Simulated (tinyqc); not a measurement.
Random telegraph noise from one oxide trap in a small MOSFET: one step of the calculation.

An acceptor-like trap exchanges electrons with the channel. Inversion charge Q = Cox u, u = n Vt W0(exp((Vg - VT)/(n Vt))), W0 the Lambert function, n = nf, Cox = eps0 eox/tox; linear regime Id = (W/L) mu Q Vd. Relative to threshold the surface potential rises by Vt ln(u/u0) and the oxide voltage by the rest of Vg - VT, with u0 = n Vt W0(1).

Task. Step height. A = W L; threshold step dV = q (1 - xt/tox)/(Cox A); gm/Id = 1/(u + n Vt); relative step dI/I = (gm/Id) dV + asc mu/A. Id as defined.

Inputs (values chosen for the exercise); values of the order met in silicon transistors: temperature T = 300 K; relative permittivity of the gate insulator (close to silicon dioxide) eox = 3.9; insulator thickness tox = 3.7 nm; depth of the trap from the channel interface xt = 1.7 nm; body factor nf = 1.2; gate width W = 37 nm; gate length L = 64 nm; mobility mu = 110 cm^2/(V s); scattering coefficient of the charged trap asc = 2e-16 V s; drain voltage Vd = 0.05 V.

Constants: q = 1.602176634e-19 C, kB = 1.380649e-23 J/K, Vt = kB T/q, eps0 = 8.8541878128e-14 F/cm where lengths are in cm. Results are converted to the units shown.

u = 0.39136069 V
N = 2.2797038e12 cm^-2

Find: electrons in the channel N A; dV; gm/Id; number part of dI/I; dI/I; Id; dI.

Result.

electrons in the channel N A = 53.983
dV = 3.9187 mV
gm/Id = 2.3675 1/V
number part of dI/I = 0.92777 %
dI/I = 1.0207 %
Id = 1.1614 uA
dI = 11.854 nA

Range of the model: VT is taken as given; short-channel effects and the uneven flow of current among few electrons are left out.

Program tinyqc, `OMP_NUM_THREADS=1 python tinyqc.py 2710093 2710094 out.jsonl`; Intel Xeon 2.30GHz, shared host, one thread, about 0.01 s.
